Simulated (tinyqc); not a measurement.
Low-temperature mobility of a two-dimensional electron gas with static screening: one step, computed by the program tinyqc.

One subband is filled, the gas is degenerate and scatters at the Fermi circle; one permittivity serves on both sides of the interface. All formulas are in SI units, masses times m_0. Piezoelectric and polar phonons are left out, and n_s is taken as set by a gate, independent of N_i.

Problem. Interface roughness. Form factors with u = q/b: screening G(q) = [1 + 9u/8 + 3u^2/8]/(1 + u)^3, remote charge P(q) = exp(-q d)/(1 + u)^3. Dielectric function eps(q) = 1 + q_TF G(q)/q, with q = 2 k_F sin(theta/2). Roughness: <|U|^2> = (e F)^2 S(q), S = pi Delta^2 Lambda^2/(1 + q^2 Lambda^2/2)^(3/2). 1/tau_t = (m/(pi hbar^3)) int_0^pi (1 - cos theta) <|U|^2>/eps(q)^2 dtheta; the quantum rate 1/tau_q drops the factor (1 - cos theta); 200 Gauss-Legendre points in s with theta = pi s^2, s from 0 to 1; mu = e tau_t/m.

Inputs (values chosen for the exercise, modelled on a silicon inversion layer): in-plane mass m = 0.188 m_0; permittivity eps = 11.6; roughness height Delta = 0.47 nm; correlation length Lambda = 2.8 nm; remote charge density N_i = 1.7e+12 1/cm^2; distance d of the charges from the interface = 1.2 nm.

Wave function: Fang-Howard. Roughness spectrum: exponential.

k_F = 0.1482941 1/nm

b = 1.071595 1/nm

q_TF = 1.225064 1/nm

effective field F = 0.09983519 MV/cm

Constants: m_0 = 9.1093837015e-31 kg; hbar = 1.054571817e-34 J s; e = 1.602176634e-19 C; eps_0 = 8.8541878128e-12 F/m.

Give: tau_t, roughness; tau_q, roughness; roughness mobility; tau_t/tau_q, roughness.

Solution.

tau_t, roughness = 12.83 ps

tau_q, roughness = 18.66 ps

roughness mobility = 1.200e+05 cm^2/(V s)

tau_t/tau_q, roughness = 0.6875

k_F Lambda = 0.42: the roughness is short against the Fermi wavelength and scatters through large angles.
